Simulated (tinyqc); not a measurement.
Solid solubility of a dopant against its melt (retrograde solidus), clustering and the electrically active fraction: one step, computed by the program tinyqc.

Question. Liquidus and solidus at T. x_l and x_s are atom fractions of the dopant in melt and solid; the solid is dilute. Liquidus of the host: R T ln(1 - x_l) + L x_l^2 = -H_f (1 - T/T_m). Distribution: k = x_s/x_l = exp[L (1 - x_l)^2/(R T)] exp(S/k_B - H/(k_B T)), the first factor being the activity coefficient in the melt. Solubility = x_s N0; at T_m x_l = 0.

Inputs (values chosen for the exercise, for a model dopant):

| quantity | value | unit |
|---|---|---|
| melting point of the host T_m | 1687 | K |
| heat of melting of the host H_f | 50.2 | kJ/mol |
| interaction L of the melt | 9.7 | kJ/mol |
| enthalpy of transfer from melt to solid H | 1.11 | eV |
| entropy of transfer S | -0.15 | k_B |
| site density N0 | 5e+22 | 1/cm^3 |
| temperature T | 1610 | K |

Constants: R = 8.314462618 J/(mol K); k_B = 8.617333262e-05 eV/K.

Give: x_l; distribution coefficient k; x_s; solubility; k at the melting point.

Answer.

x_l = 0.1760

distribution coefficient k = 4.719e-04

x_s = 8.307e-05

solubility = 4.154e+18 1/cm^3

k at the melting point = 8.301e-04

k has changed by a factor 0.57 from its value at T_m, while x_l has grown from 0 to 0.176.
